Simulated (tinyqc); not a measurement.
# MOS inversion layer, Poisson-Schroedinger loop: what changes with what

Electrons confined at an insulator interface at z = 0, treated as a hard wall; parabolic valleys, Hartree approximation, no image or exchange terms. The depletion charge lies far deeper than the electrons and gives a uniform field q Nd/(eps0 eps_r); the gate balances all charge. Energies are counted from the band edge at the interface.

Values chosen for this exercise; masses and permittivity close to those of silicon (110):
```
symbol   value   unit                                     meaning
T           77      K                                 temperature
eps_r     11.8                              relative permittivity
mz1       0.32     m0  mass along z of valley set A (4 valley(s))
md1       0.33     m0    in-plane density-of-states mass of set A
mz2      0.193     m0  mass along z of valley set B (2 valley(s))
md2       0.42     m0    in-plane density-of-states mass of set B
Ns      1.1e13  cm^-2                  sheet density of electrons
Nd        1e12  cm^-2           sheet density of depletion charge
dE           0     eV               extra shift of set B (strain)
```

Constants: q = 1.602176634e-19 C, kB = 1.380649e-23 J/K, hbar = 1.054571817e-34 J s, m0 = 9.1093837015e-31 kg, Vt = kB T/q, eps0 = 8.8541878128e-14 F/cm where lengths are in cm, hbar^2/(2 m0) = 0.0380998212 eV nm^2. Results are converted to the units shown.

Each table varies one quantity; the others keep the values above.

## Effect of the sheet density of electrons

Schroedinger equation -(C/mz) psi'' + (V0 + U + dE for set B) psi = E psi, C = hbar^2/(2 m0), psi(0) = 0, on a uniform mesh of 800 nodes with a far wall at 28 nm, 8 levels a set; V0 = q Nd z/(eps0 eps_r); dU/dz = q (Ns - integral of n from 0 to z)/(eps0 eps_r), U(0) = 0; N_k = g md m0 q Vt/(pi hbar^2) ln(1 + exp((EF - E_k)/Vt)), g the number of valleys of the set, sum N_k = Ns. Triangular well: E_k = a_k (C F^2/mz)^(1/3), a_1 = 2.338107, a_2 = 4.087949, C = hbar^2/(2 m0), F in eV/nm. Fang-Howard (all electrons in the lowest level of set A): b^3 = 6 (mz1/C) q (Nd + 11 Ns/32)/(eps0 eps_r), centroid 3/b, level C b^2/(4 mz1) + (3/b) q (Nd + 11 Ns/16)/(eps0 eps_r). The centroid adds 3.9 z_av/eps_r to an oxide-equivalent thickness.

Effect of the sheet density of electrons:
columns A: Ns (cm^-2); B: A1 (meV); C: B1 (meV); D: EF (meV); E: share of A1 (%); F: share of set A (%); G: centroid z_av (nm); H: added oxide equivalent (nm); I: Fang-Howard centroid (nm)
```
A          B     C     D     E     F     G      H     I
1e11    74.5  87.9  50.2  92.0  92.0  3.09   1.02  3.23
2.1e11  78.3  92.0  59.0  92.3  92.3  3.05   1.01  3.19
4.5e11  86.4   101  72.4  92.8  92.8  2.97  0.982  3.12
9.7e11   103   118  94.4  93.7  93.7  2.82  0.933  2.97
2.1e12   135   153   133  95.0  95.0  2.58  0.853  2.73
4.4e12   191   214   196  96.5  96.5  2.27  0.751  2.40
9.4e12   292   324   308  97.7  97.7  1.91  0.632  2.02
2e13     464   510   499  97.9  97.9  1.56  0.517  1.64
```

What does the comparison show?

As Ns goes from 1e11 to 2e13, A1 rises from 74.5 to 464 meV, the share of A1 rises from 92.0 to 97.9 % and the centroid falls from 3.09 to 1.56 nm. A1 goes as Ns^(0.61) between the last two rows (a triangular well in the field of that charge alone gives 2/3). EF lies more than 2 meV above A1 for Ns = 4.4e12, 9.4e12, 2e13. The Fang-Howard centroid is 4.5 % above the full one in the first row, where A1 holds 92.0 %, and 5.1 % above it in the last, where A1 holds 97.9 %.

## Effect of the extra shift of set B (strain)

Schroedinger equation -(C/mz) psi'' + (V0 + U + dE for set B) psi = E psi, C = hbar^2/(2 m0), psi(0) = 0, on a uniform mesh of 800 nodes with a far wall at 20 nm, 8 levels a set; V0 = q Nd z/(eps0 eps_r); dU/dz = q (Ns - integral of n from 0 to z)/(eps0 eps_r), U(0) = 0; N_k = g md m0 q Vt/(pi hbar^2) ln(1 + exp((EF - E_k)/Vt)), g the number of valleys of the set, sum N_k = Ns.

The same in every row: Fang-Howard centroid (nm) = 1.94.

Effect of the extra shift of set B (strain):
```
dE (eV)  A1 (meV)  B1 (meV)  EF (meV)  share of A1 (%)  share of set A (%)  centroid z_av (nm)  added oxide equivalent (nm)
-0.05         330       319       336             43.1                43.1                2.03                        0.672
-0.02         323       338       339             84.0                84.0                1.89                        0.625
0.01          321       364       340             99.5                99.5                1.83                        0.605
0.04          320       394       340              100                 100                1.83                        0.605
0.07          320       424       340              100                 100                1.83                        0.605
0.1           320       454       340              100                 100                1.83                        0.605
0.13          320       484       340              100                 100                1.83                        0.605
0.16          320       514       340              100                 100                1.83                        0.605
```

What does the comparison show?

As dE goes from -0.05 to 0.16, A1 falls from 330 to 320 meV, the share of A1 rises from 43.1 to 100 % and the centroid falls from 2.03 to 1.83 nm. The Fang-Howard centroid is 4.5 % below the full one in the first row, where A1 holds 43.1 %, and 6.1 % above it in the last, where A1 holds 100 %.

Numbers from tinyqc (`OMP_NUM_THREADS=1 python tinyqc.py 2160096 2160097 out.jsonl`; about 0.9 s on one thread of a shared Intel Xeon 2.30GHz).
